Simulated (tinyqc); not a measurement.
Bandgap voltage reference from two bipolar transistors: two steps of the calculation.

Two transistors of area 1 and N carry the same current I. Is(T) = Is (T/T0)^eta exp[(Vg0 q/kB)(1/T0 - 1/T)], VBE1 = Vt ln(I/Is(T)) + I rb, VBE2 = Vt ln(I/(N Is(T))) + I rb/N. The amplifier forces I R1(T) = VBE1 - VBE2 + Vos, with R(T) = R (1 + tc (T - T0)) for both resistors, and the output is Vref = VBE1 + I R2(T). Base currents and the Early effect are neglected.

Parameters, values chosen for the exercise; values of the order met in silicon bipolar transistors: reference temperature T0 = 300 K; band-gap voltage extrapolated to 0 K Vg0 = 1.207 V; temperature exponent of the saturation current eta = 4; saturation current of the unit transistor at T0 Is = 5.2e-16 A; area ratio of the second transistor N = 8; resistor across which the difference of VBE falls, at T0 R1 = 5.7 kohm; temperature coefficient of both resistors tc = 1600 ppm/K; offset of the amplifier Vos = 0 mV; series resistance of the unit transistor rb = 0 ohm; output resistor at T0 R2 = 70.59 kohm.

Constants: q = 1.602176634e-19 C, kB = 1.380649e-23 J/K. Results are converted to the units shown.

Question 1. Operating point at the reference temperature. Vt = kB T/q; I = (Vt ln N + Vos)/(R1(T) - rb (1 - 1/N)). Evaluate at T = T0.

Give: Vt; I; Is(T); VBE1; I R2; Vref.

Answer 1.

Vt = 0.02585 V
I = 9.431 uA
Is(T) = 5.200e-16 A
VBE1 = 0.6107 V
I R2 = 0.6657 V
Vref = 1.276 V

Question 2. Resistor for zero slope at T0, ideal case. With tc = 0, Vos = 0 and rb = 0 the current is proportional to T, dVBE/dT = (VBE - Vg0 - (eta - 1) Vt)/T, and Vref has zero slope at T0 when Vref = Vg0 + (eta - 1) Vt0. Find VBE1, its slope, that Vref, R2/R1 and the curvature d2Vref/dT2 = -(eta - 1) kB/(q T0).

Find: VBE1; dVBE/dT; Vref; R2/R1; curvature.

Answer 2.

VBE1 = 0.6107 V
dVBE/dT = -2.246 mV/K
Vref = 1.285 V
R2/R1 = 12.54
curvature = -0.8617 uV/K^2

Computed by the program tinyqc: `OMP_NUM_THREADS=1 python tinyqc.py 2062201 2062202 out.jsonl`, one thread of a shared Intel Xeon 2.30GHz, about 0.03 s for the whole run.
